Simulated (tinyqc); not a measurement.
## Contact resistivity and sheet resistance from two contact lengths

Question. Rc = [sqrt(rc Rsh)/Wc] coth(Lc/(2 LT)), LT = sqrt(rc/Rsh), Wc = 30 nm; the second contact is twice as long as the first. Find LT, rc and Rsh.

Rc for Lc = 30 and 60 nm (ohm): [775.450468, 416.955556]

Solution. With t = tanh(Lc/(2 LT)) for the shorter contact, the resistance of the longer over that of the shorter is (1 + t^2)/2. Then sqrt(rc Rsh) = Rc t Wc, and rc and Rsh follow by multiplying and dividing by LT.

LT = 53.23 nm
rc = 3.400e-9 ohm cm^2
Rsh = 120.0 ohm

Program tinyqc, `OMP_NUM_THREADS=1 python tinyqc.py 2170087 2170088 out.jsonl`; Intel Xeon 2.30GHz, shared host, one thread, about 0.08 s.
